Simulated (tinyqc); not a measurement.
Absorption coefficient and reflectance from two thicknesses.

Question. With transparent contact layers the responsivity is (1 - Rf)(1 - exp(-al wi)) q lam/(h c). The second absorber is twice as thick as the first. Find al and Rf.

Values chosen for this exercise: wavelength lam = 850 nm.

Constants: q = 1.602176634e-19 C, h = 6.62607015e-34 J s, c = 299792458 m/s. Results are converted to the units shown.

responsivity for wi = 9.5 and 19 um (A/W): [0.18763003, 0.30190095]

Answer. The ratio of the responsivities is 1 + exp(-al w1), which gives al; either value then gives 1 - Rf.

al = 522.0 1/cm
Rf = 0.3000

Numbers from tinyqc (`OMP_NUM_THREADS=1 python tinyqc.py 2250016 2250017 out.jsonl`; about 0.01 s on one thread of a shared Intel Xeon 2.30GHz).
